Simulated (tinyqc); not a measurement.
# Changing the layer width W

Model: avalanche multiplication and breakdown of a junction from ionisation integrals. Computed by tinyqc, a small Python program. Command: `OMP_NUM_THREADS=1 python tinyqc.py 3019230 3019231 out.jsonl impact sweep`. One thread of a shared host (Intel(R) Xeon(R) Processor @ 2.30GHz), about 0.03 s of CPU time with the checks.

Ionisation coefficients follow the local field. Position x runs through the depletion layer from the p side (x = 0), where electrons enter, to the n side (x = w), where holes enter. The built-in voltage is neglected.

Inputs (values chosen for the exercise, modelled on germanium):

| quantity | value | unit |
|---|---|---|
| electron prefactor a_n | 1.57e+07 | 1/cm |
| electron field b_n | 1.6e+06 | V/cm |
| hole prefactor a_p | 1e+07 | 1/cm |
| hole field b_p | 1.26e+06 | V/cm |
| exponent c | 1 | - |
| permittivity eps | 16 | - |
| bias as a fraction of the breakdown voltage | 0.73 | - |

Junction: p-i-n with uniform field.

Constants: e = 1.602176634e-19 C; eps_0 = 8.8541878128e-12 F/m.

Method:
- alpha_n = a_n exp(-(b_n/F)^c), alpha_p = a_p exp(-(b_p/F)^c).
- Uniform field F = F_m, w = W, V = F_m W.
- With Phi(x) = int_0^x (alpha_n - alpha_p) dx': 1 - 1/M_n = I_n = int_0^w alpha_n exp(-Phi) dx and M_p = M_n exp(-Phi(w)); trapezoid rule on 401 even points; breakdown at I_n = 1.
- Solve I_n(F_m) = 1.
- Bias V = fraction times the breakdown voltage.
- M_n = 1/(1 - I_n), M_p = M_n exp(-Phi(w)); McIntyre excess noise for the carrier with the larger M, F_x = k M + (1 - k)(2 - 1/M), with k = (smaller M - 1)/(larger M - 1).

One run for each value:

| layer width W (micrometre) | breakdown voltage (V) | critical field F_m (MV/cm) | ratio k = alpha_p/alpha_n | M_n |
|---|---|---|---|---|
| 0.053 | 1.8 | 0.3398 | 1.732 | 1.170 |
| 0.099 | 2.9 | 0.2954 | 2.014 | 1.115 |
| 0.180 | 4.7 | 0.2625 | 2.326 | 1.079 |
| 0.340 | 8.0 | 0.2346 | 2.714 | 1.054 |
| 0.640 | 13.6 | 0.2121 | 3.164 | 1.037 |
| 1.200 | 23.2 | 0.1936 | 3.687 | 1.025 |
| 2.200 | 39.3 | 0.1786 | 4.276 | 1.017 |
| 4.100 | 67.8 | 0.1653 | 4.980 | 1.012 |
| 7.700 | 118.4 | 0.1538 | 5.814 | 1.008 |

Over the rows, breakdown voltage (V) rises from 1.80 to 118 (exponent d ln y / d ln x 0.78 between the first rows and 0.88 between the last); critical field F_m (MV/cm) falls from 0.340 to 0.154 (exponent d ln y / d ln x -0.22 between the first rows and -0.12 between the last); ratio k = alpha_p/alpha_n rises from 1.73 to 5.81 (exponent d ln y / d ln x about 0.24 throughout). At the high end the exponent of breakdown voltage is 0.88, close to 0.86: the W^(6/7) rule of p-i-n diodes.

Caution (rows 0.0530, 0.0990, 0.180): in a layer this thin the dead space before a carrier can ionise, and tunnelling, make the local model unreliable.
